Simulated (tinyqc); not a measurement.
What each parameter does: shallow donor in an anisotropic valley (effective-mass theory).

One valley: H = -c [(d2/dx2 + d2/dy2)/mt + (d2/dz2)/ml] - q/(eps r), c = hbar^2/2m0, q = e^2/(4 pi eps0). Trial function exp(-sqrt((x^2 + y^2)/a^2 + z^2/b^2)) with a > b: T = (c/3)(2/(mt a^2) + 1/(ml b^2)), V = -(q/eps) atan(u/b)/u, u = sqrt(a^2 - b^2). The central cell of the impurity is left out.

Constants: hbar^2/2m0 = 3.80998211 eV angstrom^2; e^2/(4 pi eps0) = 14.39964547 eV angstrom.

Inputs chosen for the exercise (out of a larger set: near those of 3C SiC; not measured data):
- ml = 0.648 m0 (longitudinal mass)
- mt = 0.253 m0 (transverse mass)
- eps = 9.5 (dielectric constant)

The minimum of the trial energy.

Results for these values:

| case | E (meV) | a (angstrom) | b (angstrom) | b/a |
|---|---|---|---|---|
| base | -50.77 | 16.52 | 11.84 | 0.717 |

What happens to each result for mt = 0.228 m0, all else kept?

Answer: E rises from -50.77 to -47.07; a rises from 16.52 to 18.00; b rises from 11.84 to 12.43; b/a falls from 0.717 to 0.691.

The same for each parameter in turn:

| case | E (meV) | a (angstrom) | b (angstrom) | b/a |
|---|---|---|---|---|
| base | -50.77 | 16.52 | 11.84 | 0.717 |
| ml = 0.81 m0 | -53.91 | 15.89 | 10.53 | 0.663 |
| mt = 0.228 m0 | -47.07 | 18.00 | 12.43 | 0.691 |
| eps = 8.6 | -61.95 | 14.96 | 10.72 | 0.717 |

eps only rescales the solution (E as 1/eps^2, lengths as eps), so b/a depends on ml/mt alone.

tinyqc: `OMP_NUM_THREADS=1 python tinyqc.py 1281580 1281581 out.jsonl`; about 0.01 s, one thread, shared Intel(R) Xeon(R) Processor @ 2.30GHz.
